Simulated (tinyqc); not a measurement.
p-n diode with diffusion and depletion-layer recombination: one step of the calculation.

Abrupt junction in the depletion approximation, low injection, full ionisation, neutral widths fixed, ohmic contact on the p side. Vj is the junction voltage; where a series resistance Rs is given, V = Vj + J Rs is the terminal voltage.

Problem. New Vj. Diffusion current alone: J = J0 (exp(Vj/Vt) - 1), g = Vj + J Rs - V, g' = 1 + Rs J0 exp(Vj/Vt)/Vt, Vj(new) = Vj - g/g'.

Values chosen for this exercise; band and dielectric values close to those of germanium: temperature T = 273 K; series resistance Rs = 0.00074 ohm cm^2; terminal voltage V = 0.36 V.

Constants: q = 1.602176634e-19 C, kB = 1.380649e-23 J/K, Vt = kB T/q. Results are converted to the units shown.

Vj after iteration 2 = 0.34255230 V
J0 = J0n + J0p = 1.1292712e-5 A/cm^2

Find: J; g; g'; Vj after iteration 3.

Solution.

J = 23.799 A/cm^2
g = 1.6370e-4 V
g' = 1.7486
Vj after iteration 3 = 0.34246 V

Computed by the program tinyqc: `OMP_NUM_THREADS=1 python tinyqc.py 2260005 2260006 out.jsonl`, one thread of a shared Intel Xeon 2.30GHz, about 0.01 s for the whole run.
